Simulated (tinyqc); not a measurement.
Long-channel MOSFET, surface-potential model: two steps of the calculation.

n-channel transistor on a uniformly doped p-type body, gradual-channel approximation, constant mobility, Boltzmann statistics, full ionisation. Potentials are counted from the neutral body; V is the electron quasi-Fermi potential, Vsb at the source and Vsb + Vds at the drain. Charges are magnitudes per area.

Inputs (values chosen for the exercise); material values those of a made-up semiconductor:
- T = 293 K (temperature)
- Vfb = -0.75 V (flat-band voltage)
- mu = 440 cm^2/(V s) (channel mobility)
- W = 1 um (gate width)
- L = 10 um (gate length)
- Vsb = 0 V (source-body reverse bias)
- Vgs = 1.31 V (gate-source voltage)
- Vds = 0.8 V (drain-source voltage)

Constants: q = 1.602176634e-19 C, kB = 1.380649e-23 J/K, Vt = kB T/q. Results are converted to the units shown.

Problem 1. Inversion charge along the channel. The surface potential psi at channel potential V solves Vgs + Vsb - Vfb - psi = gamma sqrt(G), G = psi - Vt + Vt exp((psi - 2 phiF - V)/Vt). Charge sheet: Qi = Cox gamma [sqrt(G) - sqrt(psi - Vt)]. Pao-Sah: Qi = (Cox gamma/2) integral from 3 Vt to psi of exp((u - 2 phiF - V)/Vt)/sqrt(G(u, V)) du.

```
point,V (V)
0,0
1,0.08
2,0.16
3,0.24
4,0.32
5,0.4
6,0.48
7,0.56
8,0.64
9,0.72
10,0.8
```

phiF = 0.64596289 V
Cox = 0.24791726 uF/cm^2
gamma = 0.80710880 V^0.5

Wanted: psi; Qi, charge sheet; Qi, Pao-Sah.

Solution 1.

```
point,psi (V),"Qi, charge sheet (nC/cm^2)","Qi, Pao-Sah (nC/cm^2)"
0,1.189,0.03990,0.04035
1,1.189,0.001686,0.001705
2,1.189,7.094e-5,7.174e-5
3,1.189,2.984e-6,3.018e-6
4,1.189,1.255e-7,1.270e-7
5,1.189,5.282e-9,5.341e-9
6,1.189,2.222e-10,2.247e-10
7,1.189,9.347e-12,9.452e-12
8,1.189,3.932e-13,3.976e-13
9,1.189,1.654e-14,1.673e-14
10,1.189,6.959e-16,7.037e-16
```

At the source the charge-sheet charge is 1.1 % below the Pao-Sah one.

Problem 2. Pao-Sah current by Simpson's rule. I = mu (W/L) integral of Qi dV; Simpson's rule on the 11 points, step Vds/10, weights 1, 4, 2, ..., 4, 1 times step/3.

```
point,"Qi, Pao-Sah (nC/cm^2)"
0,0.040347744
1,0.0017049725
2,7.1738290e-5
3,3.0179068e-6
4,1.2695720e-7
5,5.3408291e-9
6,2.2467773e-10
7,9.4517315e-12
8,3.9761497e-13
9,1.6726847e-14
10,7.0366415e-16
```

Find: Pao-Sah current.

Solution 2.

Pao-Sah current = 5.553e-5 uA

Gauss-Legendre quadrature on many points gives 4.493e-5 uA, so this value is 24 % above it; the charge-sheet current, 4.443e-5 uA, is 1.1 % below it.

Computed by the program tinyqc: `OMP_NUM_THREADS=1 python tinyqc.py 2360136 2360137 out.jsonl`, one thread of a shared Intel Xeon 2.30GHz, about 0.05 s for the whole run.
